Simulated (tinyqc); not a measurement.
Plasmons of a degenerate electron gas in the random-phase approximation, step by step. Values are carried at full precision from step to step, so a last printed digit may differ when a step is redone from the rounded ones.

Zero temperature, parabolic band: kF = (3 pi^2 n)^(1/3), EF = c kF^2/m, Ep^2 = 8 pi c e2 n/(m eb), qTF^2 = 6 pi e2 n/(eb EF), c = hbar^2/2m0, e2 = e^2/(4 pi eps0), n in 1/angstrom^3 (1e-24 per 1/cm^3).

Constants: hbar^2/2m0 = 3.80998211 eV angstrom^2; e^2/(4 pi eps0) = 14.39964547 eV angstrom; a0 (Bohr radius) = 0.5291772105 angstrom.

Values chosen for the exercise (a free-electron density near that of K; the results hold for these values, not for the real material): n = 1.34e+22 1/cm^3 (electron density); m = 1 m0 (mass); eb = 1 (background dielectric constant); q = 0.696 1/angstrom (wave vector); E = 2.99 eV (energy transfer); qp = 0.337 1/angstrom (wave vector of the plasmon).

## Scales of the gas

Also rs = (3/(4 pi n))^(1/3) m/(a0 eb).

kF = 0.73481 1/angstrom
EF = 2.0572 eV
Ep = 4.2984 eV
qTF = 1.3297 1/angstrom
hbar vF = 5.5992 eV angstrom
rs = 4.936

Ep/EF = 2.089. With rs above 1 exchange and correlation, left out here, lower the dispersion noticeably.

## The dielectric function at one point

Lindhard function: eps(q, E)/eb = 1 + (qTF/q)^2 (f1 + i f2) with z = q/(2 kF), u = E/(hbar vF q), hbar vF = 2 c kF/m; f1 = 1/2 + [h(z - u) + h(z + u)]/(8 z), h(x) = (1 - x^2) ln|(x + 1)/(x - 1)|; f2 = pi u/2 for z + u < 1, (pi/(8 z))(1 - (z - u)^2) for |z - u| < 1 < z + u, else 0. Pairs exist for c (q^2 - 2 q kF)/m < E < c (q^2 + 2 q kF)/m.

Give also the loss function Im(-eb/eps).

z, u: 0.4736  0.7672

f1, f2: 0.0363  0.7577

eps/eb = 1.133+2.765i
loss function = 0.310

The point lies inside the pair continuum, so eps has an imaginary part.

## The plasmon at one wave vector

Solve f1 (qTF/q)^2 = -1 above the continuum, and compare with E^2 = Ep^2 + (3/5)(hbar vF q)^2 + (c q^2/m)^2.

top of the continuum = 2.320 eV
plasmon energy = 4.569 eV
short formula = 4.561 eV

The plasmon lies 2.25 eV above the continuum and 6.3 % above Ep; the short formula errs by -0.18 %.

## Where Landau damping starts

Find qc at which the plasmon meets the top of the continuum, eps(qc, c (qc^2 + 2 qc kF)/m) = 0, and compare with Ep/(hbar vF).

qc = 0.7511 1/angstrom
qc/kF = 1.022
energy there = 6.355 eV
Ep/(hbar vF) = 0.7677 1/angstrom

The simple estimate is 1.022 times qc.

## Checks

- F-sum of the loss function at q = 1.3 qc over (pi/2) Ep^2 against 1: both 1.00.
- f1 at E = 0 and z = 0.6 against the static Lindhard function: both 0.86968.

Program tinyqc; command `OMP_NUM_THREADS=1 python tinyqc.py 1652114 1652115 out.jsonl`; about 0.01 s on one thread of a shared Intel(R) Xeon(R) Processor @ 2.30GHz.
